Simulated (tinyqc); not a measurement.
Worked calculation: Pariser-Parr-Pople SCF with singles CI, for the molecule O=C1C=CC(=O)C(F)=C1 (SMILES; centres numbered as the heavy atoms are written). One step of it, computed by the program tinyqc.

Problem. Iteration 2: orbitals and new P. Diagonalise F (the basis is taken as orthonormal) and form P = 2 sum c c over the lowest orbitals.

F (eV), lower triangle:
```
,1O,2C,3C,4C,5C,6O,7C,8F,9C
1O,-9.935413
2C,-4.901125,-6.135242
3C,-0.230160,-3.444431,-6.403123
4C,0.367045,-0.133987,-4.754460,-6.214577
5C,0.240020,0.059649,-0.328821,-3.646142,-5.400710
6O,-0.332298,0.111874,0.441402,0.119434,-4.755555,-8.907216
7C,0.444747,-0.254939,0.187713,0.116404,-3.458492,0.000781,-6.329058
8F,-0.157990,0.106180,0.000285,-0.022102,0.030373,0.117473,-3.002794,-18.252280
9C,-0.015081,-3.584285,0.092741,0.313503,-0.219650,0.334680,-4.714296,0.482623,-6.416278
```

pi electrons, sum of z_r less the charge = 10

Give: orbital energies; P after iteration 2.

Solution.

orbital energies (eV): -19.073  -15.161  -13.544  -11.252  -10.542  -4.730  -1.281  -0.386  1.976

P after iteration 2, lower triangle:
```
,1O,2C,3C,4C,5C,6O,7C,8F,9C
1O,1.382
2C,0.776,0.756
3C,0.032,0.356,0.949
4C,-0.252,0.099,0.866,0.946
5C,-0.117,-0.031,0.131,0.383,0.767
6O,0.295,-0.126,-0.296,0.005,0.800,1.327
7C,-0.281,0.142,-0.109,-0.051,0.341,0.047,0.899
8F,0.081,-0.051,0.013,0.010,-0.028,-0.045,0.224,1.952
9C,-0.039,0.403,-0.057,-0.156,0.104,-0.243,0.841,-0.175,1.021
```
